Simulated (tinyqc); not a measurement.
Inside a calculation. Model: read current of a NAND string, cells in series solved by shooting.

Computed by the program tinyqc: `OMP_NUM_THREADS=1 python tinyqc.py 2142075 2142076 out.jsonl`, one thread of a shared Intel Xeon 2.30GHz, about 0.5 s for the whole run. Printed values are rounded.

Cells in series, numbered from 0 at the source line (0 V) to the bit line, each followed by a gap resistance Rg. A cell with gate Vg, threshold VT, source Vs and drain Vd passes I = 2 nf K Vt^2 [F(Vs) - F(Vd)]/(1 + th max(Vg - VT, 0)), F(V) = ln^2(1 + exp((Vg - VT - nf V)/(2 nf Vt))). The selected cell has Vg = Vr, the others Vg = Vp.

Values chosen for this exercise; values of the order met in vertical NAND strings: temperature T = 300 K; gain factor of a cell K = 4.2 uA/V^2; slope factor nf = 2; mobility reduction factor th = 0.17 1/V; resistance of the gap between cells Rg = 19 kohm; bit-line voltage Vbl = 0.4 V; pass voltage Vp = 5.8 V; read voltage on the selected word line Vr = 4.44 V.

Constants: q = 1.602176634e-19 C, kB = 1.380649e-23 J/K, Vt = kB T/q. Results are converted to the units shown.

## Step 1: node voltages for a trial current

first trial current = 0.3 uA
thresholds from the source end, cell 0 to 4 (V): -2.2  -2.2  -2.2  -2.2  2.8

For a trial current I start at 0 V and, cell by cell (the selected one is cell 4), solve for the drain: sqrt(F(Vd)) = sqrt(F(Vs) - I/k), k = 2 nf K Vt^2/(1 + th max(Vg - VT, 0)), Vd = [Vg - VT - 2 nf Vt ln(exp(sqrt F) - 1)]/nf, then add I Rg.

node voltage after each cell and gap, trial 1, cell 0 to 4 (V): 0.02682722  0.05379787  0.08091467  0.1081805  0.1812281

## Step 2: node voltages for a trial current

second trial current = 0.55 uA

As before.

node voltage after each cell and gap, trial 2, cell 0 to 4 (V): 0.04926932  0.09902759  0.1492924  0.2000824  0.3647994

## Course of the secant iteration

Secant steps on the end voltage less Vbl, from the two trials; a trial above the saturation current of a cell has no solution and is moved halfway to the previous trial. Stop below 1e-9 V.

Course of the iteration:
```
iteration	I (uA)	end voltage - Vbl (V)	halvings
1	0.5979386	6.56e-3	0
2	0.5904123	-2.14e-4	0
3	0.5906497	-1.31e-6	0
4	0.5906511	2.62e-10	0
```

Converged in 4 iterations to I = 0.59065 uA. The selected cell takes 43.4 % of the bit-line voltage and the gaps together 14.0 %.
